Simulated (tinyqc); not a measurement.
Free and trapped electrons in a MOS channel with a dense trap tail: two steps of the calculation.

p-type body, charge-sheet picture, full ionisation (an idealisation for deep acceptors), Boltzmann statistics for free electrons. e = Ec - EF at the surface. Acceptor-like traps of density D(E) = D0 + De exp(-E/Ew) at depth E below Ec, from 0 to Eu, hold n_t = integral of D(E)/(1 + exp((e - E)/Vt)). psi = Eg - Vt ln(Nv/Na) - e; N_dep = sqrt(2 eps0 eps_r Na (psi - Vt)/q); n_f = sqrt(N_dep^2 + 2 eps0 eps_r Vt Nc exp(-e/Vt)/q) - N_dep; Vg = Vfb + psi + q (N_dep + n_t + n_f)/Cox, Cox = eps0 eox/tox.

Values chosen for this exercise; band and dielectric values close to those of 4H silicon carbide:

| symbol | value | unit | meaning |
|---|---|---|---|
| T | 300 | K | temperature |
| Eg | 3.2 | eV | band gap |
| eps_r | 9.68 |  | relative permittivity |
| Nc | 1.67e19 | cm^-3 | conduction-band density of states at T |
| Nv | 2.53e19 | cm^-3 | valence-band density of states at T |
| eox | 3.9 |  | relative permittivity of the insulator |
| tox | 77 | nm | insulator thickness |
| Na | 2.1e16 | cm^-3 | acceptor density |
| Vfb | -2.4 | V | flat-band voltage without trapped charge |
| D0 | 2.1e10 | cm^-2 eV^-1 | constant background density of acceptor-like traps |
| De | 7.6e13 | cm^-2 eV^-1 | density of the tail at the conduction edge |
| Ew | 0.12 | eV | decay energy of the tail |
| Eu | 0.96 | eV | depth below Ec down to which the traps reach |
| mf | 150 | cm^2/(V s) | mobility of free electrons |
| e | 0.064 | eV | Ec - EF at the surface |

Constants: q = 1.602176634e-19 C, kB = 1.380649e-23 J/K, Vt = kB T/q, eps0 = 8.8541878128e-14 F/cm where lengths are in cm. Results are converted to the units shown.

Task 1. Trapped charge. Trapezoid rule on 12 equal steps from 0 to Eu, f = 1/(1 + exp((e - E)/Vt)).

Wanted: E; D(E) f; n_t.

Result 1.

```
point,E (eV),D(E) f (cm^-2 eV^-1)
0,0,5.8980e12
1,0.080000,2.5375e13
2,0.16000,1.9577e13
3,0.24000,1.0295e13
4,0.32000,5.3015e12
5,0.40000,2.7322e12
6,0.48000,1.4130e12
7,0.56000,7.3567e11
8,0.64000,3.8792e11
9,0.72000,2.0939e11
10,0.80000,1.1772e11
11,0.88000,7.0658e10
12,0.96000,4.6495e10
```

n_t = 5.5350e12 cm^-2

Task 2. Charges and gate voltage. psi, N_dep, n_f and Vg as defined, with the n_t given; free share n_f/(n_f + n_t); apparent mobility mf n_f/(n_f + n_t); gate voltage spent on traps q n_t/Cox.

n_t = 5.5350031e12 cm^-2

Wanted: psi; N_dep; n_f; Vg; free share; apparent mobility; gate voltage spent on traps.

Result 2.

psi = 2.9526 V
N_dep = 8.1091e11 cm^-2
n_f = 2.1187e11 cm^-2
Vg = 23.981 V
free share = 3.6867 %
apparent mobility = 5.5301 cm^2/(V s)
gate voltage spent on traps = 19.775 V

tinyqc, about 0.02 s, one thread, Intel Xeon 2.30GHz (shared host): `OMP_NUM_THREADS=1 python tinyqc.py 2222090 2222091 out.jsonl`
